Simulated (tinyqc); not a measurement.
Worked calculation: Cabrera-Mott growth of a thin oxide under its own electric field. Computed by tinyqc, a small Python program that keeps every step. Command: `OMP_NUM_THREADS=1 python tinyqc.py 3005439 3005440 out.jsonl cabrera walk`. One thread of a shared host (Intel(R) Xeon(R) Processor @ 2.30GHz), about 0.01 s of CPU time with the checks. Intermediate numbers are printed to about 6 digits and carried at full precision; extremes and crossings named in words are read from the listed rows.

Electrons cross the film freely and set a fixed potential V across it; the field V/x lowers the barrier for ions entering the oxide.

Inputs (values chosen for the exercise, for a model metal):

| quantity | value | unit |
|---|---|---|
| barrier W | 1.52 | eV |
| Mott potential V | 1.2 | V |
| ion charge number z | 2 | - |
| half jump distance b | 1 | angstrom |
| prefactor u0 = N Omega nu | 4.9e+12 | angstrom/s |
| temperature T | 200 | K |
| starting thickness x0 | 2.4 | angstrom |
| time t | 1700 | s |

Backward hops: kept.

Constants: k_B = 8.617333262e-05 eV/K.

## Scales

u = u0 exp(-W/(k_B T)), X1 = z b V/(k_B T) with V in volts and k_B T in eV; dx/dt = 2 u sinh(X1/x).

u = 2.44277e-26 angstrom/s

X1 = 139.254 angstrom

## Field and rate at the start

Field E = V/x; the barrier is lowered by z b V/x.

field = 50 MV/cm

barrier lowering = 1 eV

rate = 0.386165 angstrom/s

## Thickness after time t

t(x) = int_(x0)^x dx / (dx/dt) by Gauss-Legendre quadrature (80 points on each side of (x0 + 2 x)/3), solved for x.

thickness x = 2.86163 angstrom

rate at time t = 3.32489e-05 angstrom/s

field at time t = 41.9342 MV/cm

X1/x = 48.7: the field term still rules. Caution: the starting field or rate is formal: the first layers form as fast as oxygen arrives.

## Limiting thickness

Growth counts as stopped when u exp(X1/x) falls to 1e-5 angstrom/s: x_L = X1/ln(1e-5/u), defined while u is below that rate; the critical temperature is T_c = W/(k_B ln(u0/1e-5)).

limiting thickness x_L = 2.93407 angstrom

critical temperature T_c = 433.034 K

T is below T_c, so the rate is below that level in any film thicker than x_L; growth goes on there, ever more slowly.

## Growth over eight decades

Closed form for thin films (leading term of the integral): x solves (x^2/(u X1)) exp(-X1/x) = t.

Thickness:

| t (s) | x (angstrom) | 1/x (1/angstrom) | closed form (angstrom) |
|---|---|---|---|
| 1.00e+00 | 2.49847 | 0.400246 | 2.49271 |
| 1.00e+01 | 2.59810 | 0.384896 | 2.59594 |
| 1.00e+02 | 2.70987 | 0.369022 | 2.70791 |
| 1.00e+03 | 2.83194 | 0.353115 | 2.82977 |
| 1.00e+04 | 2.96535 | 0.337229 | 2.96287 |
| 1.00e+05 | 3.11166 | 0.321371 | 3.10882 |
| 1.00e+06 | 3.27283 | 0.305546 | 3.26953 |
| 1.00e+07 | 3.45117 | 0.289756 | 3.44732 |
| 1.00e+08 | 3.64956 | 0.274005 | 3.64503 |

Per decade of time the film gains 0.100 angstrom at first and 0.20 at the end. The inverse-logarithmic law predicts -X1 d(1/x)/d ln t near 1; the rows give 0.93 at first and 0.95 at the end. The closed form misses by at most 0.23 %.

Checks made by the program: quadrature against adaptive integration (relative difference 1e-10).
